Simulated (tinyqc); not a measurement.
Which pair of peaks is best: composition and strain of an epitaxial Si(1-x)Ge(x) layer from Raman and X-ray peaks. Computed by tinyqc, a small Python program. Command: `OMP_NUM_THREADS=1 python tinyqc.py 3001059 3001060 out.jsonl epiraman walk`. One thread of a shared host (Intel(R) Xeon(R) Processor @ 2.30GHz), about 0.01 s of CPU time with the checks.

A (001) layer, biaxially strained in the plane. The Raman peaks follow empirical lines omega = w0 + c1 x + c3 x^3 + b eps (c3 for Si-Ge alone), with eps the in-plane strain.

Inputs (values chosen for the exercise, modelled on silicon-germanium): Ge fraction x = 0.43; Si-Si: c1 = -67.5 1/cm; Si-Si: strain coefficient b = -722 1/cm; Si-Ge: c1 = 23.6 1/cm; Si-Ge: c3 = -34.7 1/cm; Si-Ge: strain coefficient b = -596 1/cm; Ge-Ge: c1 = 19.6 1/cm; Ge-Ge: strain coefficient b = -420 1/cm; uncertainty of a Raman peak = 0.3 1/cm.

Substrate: silicon.

Method. For each pair invert J = [d omega/dx, d omega/d eps] at the true x. Independent errors of the given size in both peaks give sigma_x and sigma_eps = uncertainty x (norm of the rows of the inverse of J).

Error propagation:
```
pair               det J    sigma_x  sigma_eps (per mille)
Si-Si and Si-Ge   43.372  0.0064757                0.46786
Si-Si and Ge-Ge  42.5012  0.0058959                0.49614
Si-Ge and Ge-Ge   9.8538   0.022198                0.61126
```

What does the comparison show, and why?

The pair Si-Si and Ge-Ge fixes x best (sigma_x = 0.0059) and Si-Ge and Ge-Ge worst (0.022), a factor 3.8. Strain moves all peaks the same way, so a good pair needs different ratios of composition slope to strain coefficient, best of opposite sign; the slopes here are -67.5, 4.4 and 19.6 per cm for Si-Si, Si-Ge and Ge-Ge. Errors in the coefficients themselves are not counted.

Extremes, crossings and ranges named in words are read from the listed rows.
